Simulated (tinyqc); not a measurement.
Comparisons within one model: Wannier functions of a composite (isolated) pair of valence bands (bonds of an sp chain). A value that a table varies takes the place of the one given here.

Each atom has a hybrid pointing left (<) and right (>). H(k): diagonal +V3 on A, -V3 on B; <A<|A>> = -V1a, <B<|B>> = -V1b, <A>|B<> = -V2, <B>|A<> = -V2p exp(ik); k in 1/a, Bloch sums with exp(ikR). The two lowest bands are filled. Trial functions in cell 0: g1 = cos(c) A> + sin(c) B<, and g2 = sin(c) B> + cos(c) A< of cell 1, whose Bloch vector has cos(c) exp(-ik) on A<. Projection A_mn = <psi_m|g_n>, S = A^+ A, Loewdin U = A S^(-1/2), Bloch-like states w_n = sum_m psi_m U_mn, H_W(k) = U^+ diag(E) U. P = sum_m |psi_m><psi_m| is free of phase choices, and S = g^+ P g, w = P g S^(-1/2).

Parameters, chosen for this exercise:
- V2 = 3.56 eV (coupling in the bond A-B inside the cell)
- V2p = 2.82 eV (coupling in the bond to the next cell)
- V1a = 1.1 eV (coupling of the two hybrids on A)
- V1b = 1.19 eV (the same on B)
- V3 = 0 eV (A at +V3, B at -V3)
- xb = 0.43 a (position of B (A at 0))
- c = 45 degrees (trial bonds cos(c) on A, sin(c) on B)

## Choice of the trial bonds

N = 12; centres and spreads in real space with point-like hybrids at R and R + xb; smallest eigenvalue of S over the mesh.

Trial angle:
```
c (deg)  smallest S  centre 1 (a)  centre 2 (a)  sum of centres  total spread (a^2)  H_12(R = 0), mean over k (eV)
15            0.589        0.2156        0.7144          0.9300              0.1371                        -0.5956
30            0.823        0.2156        0.7144          0.9300              0.1368                        -0.5905
45            0.967        0.2156        0.7144          0.9300              0.1368                        -0.5859
55            0.884        0.2156        0.7144          0.9300              0.1368                        -0.5828
65            0.752        0.2156        0.7144          0.9300              0.1369                        -0.5795
75            0.589        0.2156        0.7144          0.9300              0.1371                        -0.5756
85            0.415        0.2156        0.7144          0.9300              0.1375                        -0.5708
```

What does this show, and why?

The sum of the centres stays at 0.9300 a within 0.0000: it gives the electronic polarisation, modulo a, and is fixed by the filled space. Single centres move by less than 0.0001 a here and H_12(0), a matter of gauge, moves by 25 meV. The total spread runs only from 0.1368 to 0.1375 a^2, so the orthogonalisation repairs even poor trials; the projection is best at c = 45 degrees among these rows, and the two bonds, isolated, have c = 45 and 45.

## Interpolating the pair or each band alone

Largest error on 25 points from 0 to pi. Pair: diagonalise the Hermitian part of sum_R exp(ikR) H(R) over the N cells nearest the origin, with H(R) the mean of exp(-ikR) H_W(k) on the mesh k = 2 pi j/N. Alone: the cosine series of each sorted band on the same mesh.

Errors (meV):
```
N      pair  each band alone
3   9.15475        114.25177
4   5.00969         24.48823
5   0.61456         33.09421
6   0.25838          6.83165
8   0.02129          2.57774
10  0.00182          1.04610
14  0.00002          0.17288
```

smallest spacing of the two filled bands = 0.7455 eV

How do the results move?

At N = 6 the pair errs by 0.26 meV and the single bands by 6.8; at N = 10, 0.0018 against 1.0. Both fall exponentially: the pair at a rate tied to the gap to the empty bands (3.97 eV), the single bands at a slower one tied to their own spacing (0.745 eV at the closest). Not every column falls at every step, since even meshes hold k = pi and odd ones do not.

## What each parameter does

N = 12: centres, total spread (point-like hybrids at R and R + xb) and H_12(0). Each row changes one parameter from the base and keeps the others.

Results:
```
case           centre 1 (a)  centre 2 (a)  total spread (a^2)  H_12(0) (eV)
base                 0.2156        0.7144              0.1368       -0.5859
V2 = 3.96 eV         0.2155        0.7145              0.1356       -0.5868
V2p = 3.22 eV        0.2155        0.7145              0.1355       -0.5870
V1a = 1.3 eV         0.2142        0.7158              0.1388       -0.5822
V1b = 1.39 eV        0.2171        0.7129              0.1388       -0.6843
V3 = 0.4 eV          0.2380        0.6763              0.1345       -0.6583
xb = 0.48 a          0.2406        0.7394              0.1345       -0.5859
```

What does this show?

The largest shifts from the base row, up to three for each result and ties (the steps differ in size, so this ranks the rows, not the parameters). centre 1 (a): xb +0.0250, V3 +0.0224, V1b +0.0015. centre 2 (a): V3 -0.0380, xb +0.0250, V1b -0.0015. total spread (a^2): xb -0.0023, V3 -0.0022, V1b +0.0021. H_12(0) (eV): V1b -0.0984, V3 -0.0724, V1a +0.0037; unchanged at the printed digits by xb.

Run: tinyqc, `OMP_NUM_THREADS=1 python tinyqc.py 1481674 1481675 out.jsonl`; Intel(R) Xeon(R) Processor @ 2.30GHz, one thread, shared host; about 0.2 s of CPU time with all checks.
